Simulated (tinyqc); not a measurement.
What moves the results: Kronig-Penney superlattice by transfer matrices. A value that a table varies takes the place of the one given here.

Wells (width a, potential 0, mass mw) alternate with barriers (width b, height V0, mass mb); period d = a + b; c = hbar^2/2m0. The vector (psi, psi'/m) is continuous, and a layer of thickness t carries it by M = [[cos kt, (m/k) sin kt], [-(k/m) sin kt, cos kt]] with k = sqrt(m (E - V)/c); for E < V, k = i kappa gives [[cosh, (m/kappa) sinh], [(kappa/m) sinh, cosh]] of kappa t. A Bloch state obeys cos(q d) = tr(Mb Mw)/2.

Constants: hbar^2/2m0 = 3.80998211 eV angstrom^2.

Parameters, chosen for this exercise (near those of a GaAs superlattice with barriers of AlGaAs; not measured data): a = 62 angstrom (well width); V0 = 0.194 eV (barrier height); mw = 0.0666 m0 (mass in the wells); mb = 0.0869 m0 (mass in the barriers); bs = (23, 34.5, 46, 59.8, 73.6, 92, 115) angstrom (barrier widths); b = 46 angstrom (barrier width).

## Barrier width

First miniband against b. m_z = -2 c f'/d^2 with f = tr M/2 at the bottom of the band. E1 is the level of the single well, kappa1 its decay constant in the barrier.

First miniband:

| b (angstrom) | bottom (eV) | top (eV) | W (meV) | ln W | m_z (m0) |
|---|---|---|---|---|---|
| 23.0 | 0.0387 | 0.0746 | 35.89 | 3.580 | 0.0887 |
| 34.5 | 0.0458 | 0.0641 | 18.37 | 2.910 | 0.116 |
| 46.0 | 0.0496 | 0.0591 | 9.506 | 2.252 | 0.161 |
| 59.8 | 0.0520 | 0.0563 | 4.342 | 1.468 | 0.258 |
| 73.6 | 0.0531 | 0.0551 | 1.989 | 0.687 | 0.436 |
| 92.0 | 0.0537 | 0.0544 | 0.7030 | -0.352 | 0.931 |
| 115.0 | 0.0540 | 0.0542 | 0.1917 | -1.652 | 2.55 |

E1 = 0.0541 eV
kappa1 = 0.0565 1/angstrom

What does this show, and why?

W falls from 35.9 to 0.19 meV, and both edges close in on E1. The slope of ln W is -0.0583 per angstrom over the first two rows and -0.0565 over the last two, against -kappa1 = -0.0565: the width follows one power of the tunnelling amplitude once the wells couple weakly. m_z grows by a factor 28.8.

## From one barrier to a miniband

Transmission through N barriers separated by wells, between leads of the well material: T = 4/[(M11 + M22)^2 + (u M12 - M21/u)^2] with u = k/mw and M the product over all layers; twelve evenly spaced energies around the first miniband.

Transmission:

| E (eV) | tr M/2 of a period | N = 1 | N = 2 | N = 4 | N = 8 |
|---|---|---|---|---|---|
| 0.045342 | 2.134 | 0.0153 | 0.000851 | 3.24e-06 | 4.76e-11 |
| 0.047071 | 1.657 | 0.0161 | 0.00149 | 1.85e-05 | 2.98e-09 |
| 0.048799 | 1.206 | 0.0169 | 0.00295 | 0.000203 | 1.29e-06 |
| 0.050527 | 0.779 | 0.0177 | 0.00738 | 0.0389 | 0.0121 |
| 0.052256 | 0.377 | 0.0186 | 0.0323 | 0.0160 | 0.872 |
| 0.053984 | -0.002 | 0.0195 | 0.999 | 0.997 | 0.988 |
| 0.055712 | -0.359 | 0.0204 | 0.0390 | 0.0180 | 0.298 |
| 0.057441 | -0.693 | 0.0214 | 0.0112 | 0.661 | 0.329 |
| 0.059169 | -1.008 | 0.0223 | 0.00559 | 0.00132 | 0.000262 |
| 0.060897 | -1.302 | 0.0233 | 0.00351 | 0.000154 | 3.56e-07 |
| 0.062626 | -1.576 | 0.0243 | 0.00250 | 3.97e-05 | 1.07e-08 |
| 0.064354 | -1.832 | 0.0253 | 0.00193 | 1.48e-05 | 8.94e-10 |

How do the results move?

5 of the energies lie in the miniband (|tr M/2| <= 1); there T for N = 8 runs between 0.0121 and 0.988. In the gaps it falls with N: at E = 0.0644 eV from 1.48e-05 (N = 4) to 8.94e-10 (N = 8), a slope of ln T of -2.43 a period, against -2 arccosh|tr M/2| = -2.43.

## What each parameter does

Bottom and width of the first miniband, the gap above it, and m_z = -2 c f'/d^2 with f = tr M/2. Each row changes one parameter from the base and keeps the others.

Results:

| case | bottom (eV) | width (meV) | gap (meV) | m_z (m0) |
|---|---|---|---|---|
| base | 0.0496 | 9.5 | 114.5 | 0.1614 |
| a = 56 angstrom | 0.0555 | 11.6 | 121.5 | 0.1504 |
| b = 39 angstrom | 0.0476 | 14.2 | 110.2 | 0.1308 |
| V0 = 0.165 eV | 0.0452 | 11.6 | 100.7 | 0.1376 |
| mw = 0.0733 m0 | 0.0483 | 8.8 | 110.0 | 0.1733 |
| mb = 0.0999 m0 | 0.0483 | 7.6 | 117.6 | 0.1969 |

How do the results move?

The largest shifts from the base row, up to three for each result and ties (the steps differ in size, so this ranks the rows, not the parameters). bottom (eV): a +0.0058, V0 -0.0044, b -0.0021. width (meV): b +4.7, a +2.1, V0 +2.1. gap (meV): V0 -13.8, a +7.0, mw -4.5. m_z (m0): mb +0.0355, b -0.0306, V0 -0.0237.

Program tinyqc; command `OMP_NUM_THREADS=1 python tinyqc.py 1281387 1281388 out.jsonl`; about 0.04 s on one thread of a shared Intel(R) Xeon(R) Processor @ 2.30GHz.
